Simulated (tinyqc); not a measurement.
Mobility, diffusion coefficient and lifetime from two collectors.

Problem. For an injected sheet in a field F the peak time tp at distance L obeys u^2 tp^2 + 2 D tp = L^2 with u^2 = v^2 + 4 D/tau, and the pulse area goes as exp(L (v - u)/(2 D)); v = mu F. Find u, D, mu and tau without using the Einstein relation.

Values chosen for this exercise: sweep field along the drift F = 2.6 V/cm.

distances (um): 1900  3300
peak times (us): 166.434896  295.180227
ratio of the areas, far over near = 0.651906094

Answer. The two peak times give two linear equations for u^2 and D; the area ratio gives v - u, and u^2 - v^2 = 4 D/tau gives tau.

u = 1087 cm/s
D = 10.19 cm^2/s
mu = 394.0 cm^2/(V s)
tau = 3.100e-4 s

Numbers from tinyqc (`OMP_NUM_THREADS=1 python tinyqc.py 2310015 2310016 out.jsonl`; about 0.01 s on one thread of a shared Intel Xeon 2.30GHz).
